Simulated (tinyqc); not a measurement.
Formation energy of a charged point defect from supercell energies: one step, computed by the program tinyqc.

The host is a compound AB. Making the defect adds n_A = 0, n_B = -1, n_X = 1 atoms to the cell. All total energies are inputs. E_F is counted from the valence-band maximum (VBM); x = 0 is A-rich and x = 1 B-rich growth.

Task: Chemical potentials. dmu_A = x dH and dmu_B = (1 - x) dH, so that dmu_A + dmu_B = dH; mu = mu(element) + dmu. The impurity is held at its solubility limit: dmu_X = min(0, dH(AX) - dmu_A). The reservoir term is sum n_i mu_i.

Inputs (values chosen for the exercise, with gap and screening modelled on CdS):

| quantity | value | unit |
|---|---|---|
| mu_B of the pure element | -6.427 | eV |
| formation enthalpy dH of AB | -2.29 | eV |
| growth condition x | 0.055 | - |
| mu_X of the pure element | -6.582 | eV |
| formation enthalpy of AX | -0.11 | eV |

Defect: impurity X on a B site. Supercell lattice: fcc.

Give: dmu_A; dmu_B; dmu_X; sum n_i mu_i.

Result:

dmu_A = -0.12595 eV

dmu_B = -2.16405 eV

dmu_X = 0 eV

sum n_i mu_i = 2.00905 eV

Here the pure element X, not the compound, caps mu_X.
